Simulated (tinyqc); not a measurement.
Inside a calculation. Model: MOS capacitor on a p-type substrate, surface potential from the exact charge relation.

Program tinyqc, `OMP_NUM_THREADS=1 python tinyqc.py 2060067 2060068 out.jsonl`; Intel Xeon 2.30GHz, shared host, one thread, about 0.01 s. Printed values are rounded.

Uniform p-type substrate, Boltzmann statistics, full ionisation, classical densities. psi is the surface potential against the body (positive when the bands bend down) and u = psi/Vt. Traps are spread evenly over the gap and neutral at flat band, so their charge is -q Dit psi; the minority quasi-Fermi level is shifted by Vb.

Values chosen for this exercise; band and dielectric values close to those of silicon: temperature T = 300 K; band gap Eg = 1.14 eV; relative permittivity eps_r = 11.8; conduction-band density of states at T Nc = 2.78e19 cm^-3; valence-band density of states at T Nv = 2.68e19 cm^-3; electron affinity chi = 3.99 eV; acceptor density of the substrate N = 2.8e16 cm^-3; relative permittivity of the gate insulator (close to silicon nitride) eox = 7.49; insulator thickness tox = 42 nm; gate work function phiM = 4.22 eV; fixed charge at the interface, in units of q Nf = -1.4e11 cm^-2; density of interface traps Dit = 0 cm^-2 eV^-1; reverse bias of the inversion layer against the body Vb = 0 V; gate voltage against the body Vg = 2.4 V.

Constants: q = 1.602176634e-19 C, kB = 1.380649e-23 J/K, Vt = kB T/q, eps0 = 8.8541878128e-14 F/cm where lengths are in cm. Results are converted to the units shown.

Range of the model: At this gate voltage the surface density exceeds 0.3 of the band density of states, so degeneracy and confinement would lower the charge and capacitance.

## Flat band, threshold and scales

ni = sqrt(Nc Nv) exp(-Eg/(2 Vt)), Eg in volts; phiF = Vt ln(N/ni); Cox = eps0 eox/tox; Vfb = phiM - chi - (Eg - Vt ln(Nv/N)) - q Nf/Cox; Q0 = sqrt(2 eps0 eps_r q N Vt); r = (ni/N)^2 exp(-Vb/Vt); VT = Vfb + [(2 phiF + Vb)(1 + q Dit/Cox) + sqrt(2 eps0 eps_r q N (2 phiF + Vb))/Cox].

ni = 7.25289e9 cm^-3
phiF = 0.392080 V
Cox = 0.157900 uF/cm^2
Vfb = -0.590498 V
Q0 = 15.5672 nC/cm^2
r = 6.70975e-14
VT = 0.736643 V

## Starting value

psi = Vg - Vfb, limited to the range from -4 Vt to +(2 phiF + Vb + 4 Vt).

psi at the start = 0.887567 V

## Iteration 1: Newton step for the surface potential

u = psi/Vt; F^2 = exp(-u) + u - 1 + r (exp(u) - u - 1); Qs = -sign(u) Q0 F; Cs = -dQs/dpsi = (Q0/Vt) |1 - exp(-u) + r (exp(u) - 1)|/(2 F). f = Vfb + psi + (q Dit psi - Qs)/Cox - Vg, f' = 1 + (Cs + q Dit)/Cox, psi(new) = psi - f/f'.

u = 34.3326
F = 9.37714
Qs = -145.976 nC/cm^2
Cs = 1.78516 uF/cm^2
f = -1.17844 V
f' = 12.3057
psi after iteration 1 = 0.983331 V

## Iteration 2: Newton step for the surface potential

As before.

u = 38.0370
F = 47.4865
Qs = -739.234 nC/cm^2
Cs = 14.0689 uF/cm^2
f = 2.67450 V
f' = 90.1004
psi after iteration 2 = 0.953648 V

## Course of the Newton iteration

Stop when the step is below 1e-10 V, or after 60 iterations.

Course of the iteration:
```
iteration  psi before the step (V)    f (V)  step (V)
1                         0.887567    -1.18    0.0958
2                         0.983331     2.67   -0.0297
3                         0.953648    0.644   -0.0128
4                         0.940871   0.0754  -1.93e-3
5                         0.938941  1.45e-3  -3.85e-5
6                         0.938902  5.64e-7  -1.50e-8
7                         0.938902  < 1e-12   < 1e-14
```

Converged in 7 iterations.

## Charges, field and capacitances at the solution

converged psi = 0.938902 V

u = psi/Vt; F^2 = exp(-u) + u - 1 + r (exp(u) - u - 1); Qs = -sign(u) Q0 F; Cs = -dQs/dpsi = (Q0/Vt) |1 - exp(-u) + r (exp(u) - 1)|/(2 F). Low frequency: 1/C_LF = 1/Cox + 1/(Cs + q Dit). High frequency, in the simple estimate in which traps and minority carriers do not follow: 1/C_HF = 1/Cox + 1/Cd, Cd being Cs with r = 0 at the same psi. Minority sheet density N_inv = (Q0/(2 q)) int_0^u r (exp(t) - 1)/F(t) dt for u > 0. Oxide field |Qs - q Dit psi + q Nf|/(eps0 eox).

Qs = -323.946 nC/cm^2
N_inv = 1.45850e12 cm^-2
oxide field = 0.522298 MV/cm
Cs = 5.76886 uF/cm^2
C_LF/Cox = 0.973358
C_HF/Cox = 0.242913

The surface is in strong inversion (borders at |psi| = 0, phiF + Vb and 2 phiF + Vb = 0.784 V). Minority carriers make up 72.1 % of Qs.
